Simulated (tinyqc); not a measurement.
Comparisons within one model: Wannier-Stark ladder of a miniband. A value that a table varies takes the place of the one given here.

One state in each well j = -(Nw - 1)/2 ... (Nw - 1)/2: H_jj = j e F d, H_(j,j+1) = -W/4; 1 kV/cm = 0.01 meV/angstrom. In an infinite chain the levels are j e F d and the state of well 0 has amplitude J_j(x) in size on well j, x = W/(2 e F d).

Constants: hbar = 6.58211957e-16 eV s.

Values chosen for the exercise (near those of a GaAs/AlGaAs superlattice; the results hold for these values, not for the real material):
- W = 13 meV (miniband width)
- d = 71 angstrom (period)
- Nw = 9 (wells)
- Fs = (2.1, 2.8, 3.9, 5.4, 8.4, 14, 31) kV/cm (fields)
- G = 12 meV (hbar/tau)
- F = 6 kV/cm (field)

## Raising the field

Infinite-chain weights beside the middle spacing of the finite stack.

Results:
```
F (kV/cm)  e F d (meV)      x  J_0^2  J_1^2  J_2^2  middle spacing/(e F d)
2.1               1.49  4.359  0.123  0.036  0.069                  1.2671
2.8               1.99  3.270  0.114  0.054  0.230                  1.0761
3.9               2.77  2.347  0.001  0.282  0.178                  1.0114
5.4               3.83  1.695  0.161  0.333  0.079                  1.0012
8.4               5.96  1.090  0.525  0.219  0.018                  1.0000
14                9.94  0.654  0.803  0.096  0.003                  1.0000
31               22.01  0.295  0.957  0.021  0.000                  1.0000
```

J_0 vanishes at x = 2.405, F = 3.8 kV/cm, where the line at j = 0 disappears; J_0^2 overtakes J_1^2 for good at x = 1.435, F = 6.4 kV/cm, and reaches 0.96 in the last row. The 9 wells reproduce the middle spacing of the even ladder to 1 % from 5.4 kV/cm on, where the swing W/(e F d) = 2x is 3.4 periods. The lines are seen apart only where e F d exceeds their width, usually a few meV.

## Drift velocity with scattering

Esaki-Tsu: v = v0 y/(1 + y^2), y = e F d/G, v0 = W d/(2 hbar), at zero temperature; 1 angstrom/s = 1e-8 cm/s, 1 kV/cm = 0.01 meV/angstrom. The last column is dv/dF in cm^2/(V s).

Results:
```
y    F (kV/cm)  v (1e6 cm/s)  dv/dF
0.1       1.69          0.69    403
0.3       5.07          1.93    318
0.6      10.14          3.09    144
1.0      16.90          3.51      0
1.5      25.35          3.24    -49
2.5      42.25          2.42    -41
4.0      67.61          1.65    -22
```

v0 = 7.01 x 1e6 cm/s
field at y = 1 = 16.90 kV/cm

The velocity peaks at v0/2 = 3.51 x 1e6 cm/s at 16.90 kV/cm and then falls: negative differential velocity, steepest at y = sqrt3 with -v0/(8 Fc) = -52 cm^2/(V s). The low-field mobility is v0/Fc = 415 cm^2/(V s). At the peak the swing is W/G = 1.1 periods, too few for the semiclassical picture to be safe.

## What each parameter does

e F d, x, J_0(x)^2 and the lowest level of the finite stack. Each row changes one parameter from the base and keeps the others.

Results:
```
case             e F d (meV)      x  J_0^2  lowest level (meV)
base                    4.26  1.526  0.247              -19.07
W = 16 meV              4.26  1.878  0.087              -19.91
d = 63 angstrom         3.78  1.720  0.150              -17.32
F = 4.2 kV/cm           2.98  2.180  0.015              -14.48
Nw = 11                 4.26  1.526  0.247              -23.33
```

The largest shifts from the base row, up to three for each result and ties (the steps differ in size, so this ranks the rows, not the parameters). e F d (meV): F -1.28, d -0.48; unchanged at the printed digits by W and Nw. x: F +0.654, W +0.352, d +0.194; unchanged at the printed digits by Nw. J_0^2: F -0.233, W -0.161, d -0.098; unchanged at the printed digits by Nw. lowest level (meV): F +4.58, Nw -4.26, d +1.75.

Program tinyqc; command `OMP_NUM_THREADS=1 python tinyqc.py 1251665 1251666 out.jsonl`; about 0.01 s on one thread of a shared Intel(R) Xeon(R) Processor @ 2.30GHz.
